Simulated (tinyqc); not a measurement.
Planar ballistic transistor, top-of-the-barrier model: effect of the temperature.

At the top of the source barrier, states moving towards the drain are filled by the source (Fermi level 0) and states moving back by the drain (Fermi level -q Vd); nothing scatters. U is the shift of the band edge there, set by the capacitances CG, CD and CS (the total) and by the charge. Parabolic two-dimensional band; the source is grounded.

N0 = gv m kB T/(pi hbar^2), CG = eps0 eox/tox, vT = sqrt(2 kB T/(pi m)), CS = CG/aG, n0 = n at U = 0 and Vd = 0. eta1 = -(E0 + U)/Vt, eta2 = eta1 - Vd/Vt, n = (N0/2)[F_0(eta1) + F_0(eta2)], F_0(x) = ln(1 + exp x). U = UL + q (n - n0)/CS with UL = -(aG Vg + aD Vd), energies in eV. I = q (N0/2) vT [F_(1/2)(eta1) - F_(1/2)(eta2)] per width, F_(1/2)(x) = (2/sqrt(pi)) int_0^infinity u^(1/2)/(1 + exp(u - x)) du. CQ = (q/Vt) dn/d(eta1). E0 is held fixed.

Inputs (values chosen for the exercise); mass and valleys close to those of silicon (two valleys):
- m = 0.181 m0 (effective mass)
- gv = 2 (valley degeneracy)
- eox = 22 (relative permittivity of the gate insulator)
- tox = 2 nm (insulator thickness)
- aG = 0.87 (gate control CG/CS)
- aD = 0.03 (drain control CD/CS)
- E0 = 0.38 eV (band edge at the barrier top above the source Fermi level at zero bias)
- Vg = 0.4 V (gate voltage)
- Vd = 0.4 V (drain voltage)

Constants: q = 1.602176634e-19 C, kB = 1.380649e-23 J/K, hbar = 1.054571817e-34 J s, m0 = 9.1093837015e-31 kg, Vt = kB T/q, eps0 = 8.8541878128e-14 F/cm where lengths are in cm. Results are converted to the units shown.

Results:
```
T (K)     eta1  n (cm^-2)  I (uA/um)  mean velocity I/(q n) (cm/s)    CQ/CS
50      -4.652    3.094e9     0.2563                       5.170e6  0.01023
77      -3.064   2.291e10      2.367                       6.450e6  0.04830
120     -2.063   9.349e10      12.19                       8.139e6   0.1219
180     -1.506   2.349e11      37.96                       1.009e7   0.1964
240     -1.242   3.969e11      74.62                       1.174e7   0.2425
300     -1.088   5.676e11      119.9                       1.319e7   0.2727
420    -0.9166   9.206e11      231.7                       1.571e7   0.3091
```

Estimate the missing row, T = 360 K.

Computed row:
```
T (K)     eta1  n (cm^-2)  I (uA/um)  mean velocity I/(q n) (cm/s)   CQ/CS
360    -0.9874   7.428e11      172.6                       1.450e7  0.2937
```

With this row back in the table: As T goes from 50 to 420 K, n rises from 3.09e9 to 9.21e11 cm^-2, the mean velocity rises from 5.17e6 to 1.57e7 cm/s and the current rises from 0.256 to 232 uA/um. CQ/CS goes from 0.010 to 0.31.

Computed by the program tinyqc: `OMP_NUM_THREADS=1 python tinyqc.py 2400090 2400091 out.jsonl`, one thread of a shared Intel Xeon 2.30GHz, about 0.01 s for the whole run.
